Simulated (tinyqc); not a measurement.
What each parameter does: six-band k.p model of the valence band of a wurtzite crystal.

At k = 0: E1 = D1c + D2c + Te + Le (pure HH); E2, E3 = Le + u +/- sqrt(u^2 + 2 D3c^2), u = (D1c - D2c + Te)/2, D1c = Dcr, D2c = D3c = Dso/3. The weight of LH in state 2 is fL = (E2 - Le)^2/((E2 - Le)^2 + 2 D3c^2). Relative strengths of transitions to the conduction band: for E perpendicular to c (TE) 1/2, fL/2, (1 - fL)/2; for E along c (TM) 0, 1 - fL, fL, with one momentum element for both directions.

Strain of a c-plane layer: exx = eyy = e_par, ezz = -2 (C13/C33) e_par; Le = D1 ezz + D2 (exx + eyy), Te = D3 ezz + D4 (exx + eyy).

Conduction edge: Ec = (top of the unstrained valence band) + Eg + (a1 + D1) ezz + (a2 + D2)(exx + eyy).

Parameters, chosen for this exercise (near those of GaN; the results hold for these values, not for the real material): Dcr = 0.0158 eV (crystal-field splitting); Dso = 0.0167 eV (spin-orbit splitting); Eg = 3.501 eV (direct gap at Gamma from the top of the unstrained valence band); a1 = -4.71 eV (gap potential along c); a2 = -11.74 eV (gap potential in the plane); D1 = -3.71 eV; D2 = 4.66 eV; D3 = 7.93 eV; D4 = -4.06 eV; C13 = 107 GPa; C33 = 408 GPa; e_par = 0.0042 (exx = eyy of a c-plane layer).

Splittings at k = 0 under the strain, fL and the lowest transition. Each row changes one parameter from the base and keeps the others.

Results:
```
case              E1 - E2 (meV)  E1 - E3 (meV)      fL  lowest transition (eV)
base                     -31.66          12.58  0.0327                  3.4327
e_par = 0.00504          -41.69          12.31  0.0217                  3.4153
a2 = -14.088 eV          -31.66          12.58  0.0327                  3.4130
Dso = 0.02004 eV         -31.10          15.37  0.0432                  3.4332
D3 = 9.516 eV            -35.04          12.48  0.0282                  3.4328
C33 = 326.4 GPa          -35.89          12.45  0.0273                  3.4354
D2 = 5.592 eV            -31.66          12.58  0.0327                  3.4327
a1 = -3.768 eV           -31.66          12.58  0.0327                  3.4306
Dcr = 0.01264 eV         -34.72          12.48  0.0286                  3.4296
```

The largest shifts from the base row, up to three for each result and ties (the steps differ in size, so this ranks the rows, not the parameters). E1 - E2 (meV): e_par -10.04, C33 -4.24, D3 -3.39; unchanged at the printed digits by a2, D2 and a1. E1 - E3 (meV): Dso +2.79, e_par -0.28, C33 -0.13; unchanged at the printed digits by a2, D2 and a1. fL: e_par -0.0110, Dso +0.0105, C33 -0.0055; unchanged at the printed digits by a2, D2 and a1. lowest transition (eV): a2 -0.0197, e_par -0.0174, Dcr -0.0031; unchanged at the printed digits by D2. D1 and D2 shift all valence edges and the conduction edge alike, so they drop out of splittings and transitions.

(tinyqc, `OMP_NUM_THREADS=1 python tinyqc.py 1080442 1080443 out.jsonl`, Intel(R) Xeon(R) Processor @ 2.30GHz, 1 thread, shared host, about 0.01 s.)
